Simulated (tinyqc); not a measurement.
Admittance spectroscopy of a deep trap: admittance against temperature.

Schottky contact on an n-type layer with shallow donors Nd (all ionised) and a donor-like deep trap, neutral when filled and positive when empty; depletion approximation. Traps within lam of the depletion edge stay filled. The traps at xt = W - lam, where the level crosses the Fermi level, follow a slow signal and not a fast one. w = 2 pi f.

Emission rate en = sn vth(T) Nc(T) exp(-Et/kB T) = sn g T^2 exp(-Et/kB T), g = vth Nc/(300 K)^2, as vth goes as T^0.5 and Nc as T^1.5 (degeneracy factor 1). lam = sqrt(2 eps0 eps_r (EF - ET)/(q Nd)), EF - ET = Et - (kB T/q) ln(Nc(T)/Nd), Nc(T) = Nc (T/300 K)^1.5. In the steady state at the band bending V, 2 eps0 eps_r V/q = Nd W^2 + Nt (W - lam)^2 (the second term only if W > lam). V = Vbi + Vr. C_HF = eps0 eps_r/W, C_LF = eps0 eps_r (Nd + Nt)/(Nd W + Nt xt). Inflection frequency w0 = 2 en [1 + Nt xt/(Nd W)]; C = C_HF + (C_LF - C_HF)/(1 + (w/w0)^2), G/w = (C_LF - C_HF)(w/w0)/(1 + (w/w0)^2).

Values chosen for this exercise; material values close to those of 4H silicon carbide:
- eps_r = 9.64 (relative permittivity)
- Nc = 1.73e19 cm^-3 (conduction-band density of states at 300 K)
- vth = 1.9e7 cm/s (thermal velocity at 300 K)
- Nd = 1.6e15 cm^-3 (shallow donor density)
- Vbi = 1.33 V (built-in voltage)
- Et = 0.57 eV (depth of the trap below the conduction edge)
- sn = 3.5e-16 cm^2 (capture cross-section)
- Nt = 1.3e14 cm^-3 (trap density)
- Vr = 0 V (reverse bias)
- f = 2500 Hz (signal frequency)

Constants: q = 1.602176634e-19 C, kB = 1.380649e-23 J/K, eps0 = 8.8541878128e-14 F/cm where lengths are in cm. Results are converted to the units shown.

Admittance against temperature:
```
T (K)	w0/(2 pi) (Hz)	C (nF/cm^2)	G/w (nF/cm^2)
319	42.605	9.1652	0.0059635
334	118.62	9.1700	0.016193
350	322.41	9.1793	0.042275
365	763.04	9.2061	0.090677
381	1781.4	9.2899	0.14906
396	3718.1	9.3997	0.14184
412	7707.5	9.4627	0.086953
428	15176	9.4791	0.045843
443	27467	9.4804	0.024881
459	49682	9.4778	0.013264
474	83696	9.4742	0.0075528
```

What does the comparison show?

G/w goes from 0.00596 through a maximum of 0.149 (at T = 381 K among the rows listed) to 0.00755 nF/cm^2, where w0 passes the signal: w0/(2 pi) rises from 42.6 to 83700 Hz. C rises from 9.17 to 9.47 nF/cm^2.

Program tinyqc, `OMP_NUM_THREADS=1 python tinyqc.py 2050097 2050098 out.jsonl`; Intel Xeon 2.30GHz, shared host, one thread, about 0.01 s.
